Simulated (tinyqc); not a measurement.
## Capacitances against the relative permittivity between the lines

Endless row of lines of width wl, height tl and space sl between grounded planes at distance hd; e2 fills the gaps beside the lines, e1 the rest. Laplace's equation is solved on meshes of 3, 6 and 12 steps per unit u and extrapolated (Aitken), which is good to about 0.2 %. C_even (all lines at 1 V) is the capacitance Cg to the planes; C_odd (neighbours in antiphase) = Cg + 4 Cc if only nearest neighbours couple, which defines Cc; total with quiet neighbours Cg + 2 Cc. Plate values 2 eps0 e1 wl/hd and eps0 e2 tl/sl.

Inputs (values chosen for the exercise): relative permittivity above and below the lines e1 = 4.2; line width, in units u wl = 6 u; line height tl = 6 u; space between lines sl = 4 u; distance to each plane hd = 4 u.

Constants: eps0 = 8.8541878128e-12 F/m. Results are converted to the units shown.

The same in every row: plate Cg (aF/um) = 112.

Results:

| e2 | Cg (aF/um) | Cc (aF/um) | Cg + 2 Cc (aF/um) | C_odd (aF/um) | plate Cc (aF/um) | share of coupling, 2 Cc/(Cg + 2 Cc) (%) |
|---|---|---|---|---|---|---|
| 1 | 166 | 22.5 | 211 | 256 | 13.3 | 21.3 |
| 1.5 | 168 | 28.9 | 226 | 283 | 19.9 | 25.6 |
| 2 | 170 | 35.3 | 240 | 311 | 26.6 | 29.4 |
| 2.5 | 171 | 41.8 | 255 | 338 | 33.2 | 32.8 |
| 3.9 | 174 | 60.0 | 294 | 414 | 51.8 | 40.8 |
| 5 | 176 | 74.4 | 324 | 473 | 66.4 | 45.9 |
| 7 | 178 | 101 | 379 | 581 | 93.0 | 53.2 |

Estimate the missing row, e2 = 3.

Computed row:

| e2 | Cg (aF/um) | Cc (aF/um) | Cg + 2 Cc (aF/um) | C_odd (aF/um) | plate Cc (aF/um) | share of coupling, 2 Cc/(Cg + 2 Cc) (%) |
|---|---|---|---|---|---|---|
| 3 | 172 | 48.3 | 269 | 365 | 39.8 | 35.9 |

With this row back in the table: As e2 goes from 1 to 7, Cg rises from 166 to 178 aF/um, Cc rises from 22.5 to 101 aF/um and the share of coupling rises from 21.3 to 53.2 %. Cg is 1.49 times its plate value in the first row and 1.59 times in the last; for Cc the ratios are 1.69 and 1.08. Neighbours in antiphase raise the load by a factor of 1.21 and 1.53 over quiet ones.

Numbers from tinyqc (`OMP_NUM_THREADS=1 python tinyqc.py 2790119 2790120 out.jsonl`; about 0.5 s on one thread of a shared Intel Xeon 2.30GHz).
